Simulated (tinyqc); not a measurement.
Density of states of one tight-binding band on the simple cubic lattice: sweeps and comparisons. A value that a table varies takes the place of the one given here.

E(k) = -2 t (c1 + c2 + c3) - 4 t2 (c1 c2 + c2 c3 + c3 c1) with ci = cos(2 pi ki); k in fractions of the reciprocal vectors, mesh k_i = j/N with j = 0 .. N-1. Densities are per cell and per spin, so the band holds one state.

Each cube of the mesh, corners numbered 0 to 7 as the binary number (i j l), is cut into six tetrahedra around the diagonal 0-7: 0137, 0157, 0237, 0267, 0457, 0467. For corner energies e1 <= e2 <= e3 <= e4 and eij = ei - ej, the share of the tetrahedron below E is n = (E - e1)^3/(e21 e31 e41) for e1 < E < e2; n = [e21^2 + 3 e21 x + 3 x^2 - (e31 + e42) x^3/(e32 e42)]/(e31 e41) with x = E - e2 for e2 < E < e3; n = 1 - (e4 - E)^3/(e41 e42 e43) for e3 < E < e4; its density of states is g = dn/dE.

Gaussian broadening: g(E) = mean over the mesh of exp(-(E - E_k)^2/(2 sigma^2))/(sigma sqrt(2 pi)), n(E) = mean of erfc((E_k - E)/(sigma sqrt 2))/2.

Values chosen for the exercise: t = 2.46 eV (nearest hopping); t2 = 0 eV (second hopping); N2 = 8 (mesh points along each axis in this comparison); sigma = 1.23 eV (Gaussian width); E = -7.77 eV (energy at which the density is wanted).

## Three ways to the same curve

N = N2 here; the reference is the linear method with N = 36.

g(E) (1/eV):

| E (eV) | reference | linear tetrahedra | Gaussian, sigma | Gaussian, sigma/4 | reference n(E) |
|---|---|---|---|---|---|
| -12.076 | 0.012 | 0.012 | 0.013 | 0.025 | 0.021 |
| -9.392 | 0.021 | 0.021 | 0.021 | 0.006 | 0.065 |
| -6.708 | 0.034 | 0.033 | 0.034 | 0.052 | 0.138 |
| -4.025 | 0.059 | 0.063 | 0.059 | 0.033 | 0.265 |
| -1.341 | 0.058 | 0.061 | 0.056 | 0.060 | 0.422 |
| 1.343 | 0.058 | 0.061 | 0.056 | 0.060 | 0.578 |
| 4.026 | 0.059 | 0.063 | 0.059 | 0.033 | 0.735 |
| 6.710 | 0.034 | 0.033 | 0.034 | 0.052 | 0.862 |
| 9.393 | 0.021 | 0.021 | 0.021 | 0.006 | 0.935 |
| 12.077 | 0.012 | 0.012 | 0.013 | 0.025 | 0.979 |

Root-mean-square errors against the reference: 0.0025 for linear tetrahedra, 0.0012 for sigma and 0.0167 for sigma/4. The narrow Gaussian is worse than the wide one, because it resolves the separate mesh levels. The reference is highest at -4.025 and 4.026 eV of the energies listed, and half filling lies between -1.341 and 1.343 eV.

## Convergence with the mesh

At the energy E; the plain count is the share of mesh points below E; the reference is the linear method with N = 36.

Results:

| N | points | g linear | n linear | g Gaussian | n Gaussian | n plain count |
|---|---|---|---|---|---|---|
| 4 | 64 | 0.0256 | 0.0597 | 0.0126 | 0.1074 | 0.1094 |
| 6 | 216 | 0.0265 | 0.0866 | 0.0271 | 0.1110 | 0.0880 |
| 8 | 512 | 0.0279 | 0.0947 | 0.0307 | 0.1105 | 0.1113 |
| 12 | 1728 | 0.0278 | 0.1008 | 0.0290 | 0.1095 | 0.0990 |
| 16 | 4096 | 0.0278 | 0.1029 | 0.0290 | 0.1096 | 0.1082 |
| 20 | 8000 | 0.0280 | 0.1039 | 0.0290 | 0.1096 | 0.1066 |

reference n and g: 0.1051  0.0280

The linear n(E) stays within 0.002 of the reference from N = 20 on. The Gaussian g stays within 1 % of its last value from N = 12 on; it tends to the broadened curve, not the true one. At the last mesh it lies +0.001 1/eV from the reference g and the linear g 0.000. The plain count errs by +0.0015 at the last mesh.

## Critical points

The gradient vanishes at these points by symmetry; the signs of the eigenvalues of the second-derivative matrix give the type.

Critical points:

| point | k | E (eV) | positive | negative | type |
|---|---|---|---|---|---|
| Gamma | (0, 0, 0) | -14.7600 | 3 | 0 | minimum |
| X | (0.5, 0, 0) | -4.9200 | 2 | 1 | saddle |
| M | (0.5, 0.5, 0) | 4.9200 | 1 | 2 | saddle |
| R | (0.5, 0.5, 0.5) | 14.7600 | 0 | 3 | maximum |

Gamma is a minimum at -14.760 eV: its contribution to g starts as a square root. X is a saddle at -4.920 eV: g has a square-root kink there. M is a saddle at 4.920 eV: g has a square-root kink there. R is a maximum at 14.760 eV: its contribution to g ends as a square root.

## What moves the count of states

Linear method and Gaussian sum with N = 14. Each row changes one parameter from the base and keeps the others.

Results:

| case | n linear | g linear (1/eV) | n Gaussian | g Gaussian (1/eV) |
|---|---|---|---|---|
| base | 0.1020 | 0.0280 | 0.1096 | 0.0290 |
| t = 2.706 eV | 0.1231 | 0.0287 | 0.1307 | 0.0301 |
| E = -7.524 eV | 0.1091 | 0.0292 | 0.1169 | 0.0304 |
| sigma = 2.46 eV | 0.1020 | 0.0280 | 0.1223 | 0.0311 |
| t2 = 0.123 eV | 0.1091 | 0.0256 | 0.1157 | 0.0263 |

The largest shifts from the base row, up to three for each result and ties (the steps differ in size, so this ranks the rows, not the parameters). n linear: t +0.0210, t2 +0.0071, E +0.0070; unchanged at the printed digits by sigma. g linear (1/eV): t2 -0.0024, E +0.0012, t +0.0007; unchanged at the printed digits by sigma. n Gaussian: t +0.0211, sigma +0.0127, E +0.0073. g Gaussian (1/eV): t2 -0.0028, sigma +0.0021, E +0.0014.

tinyqc: `OMP_NUM_THREADS=1 python tinyqc.py 1680724 1680725 out.jsonl`; about 0.2 s, one thread, shared Intel(R) Xeon(R) Processor @ 2.30GHz.
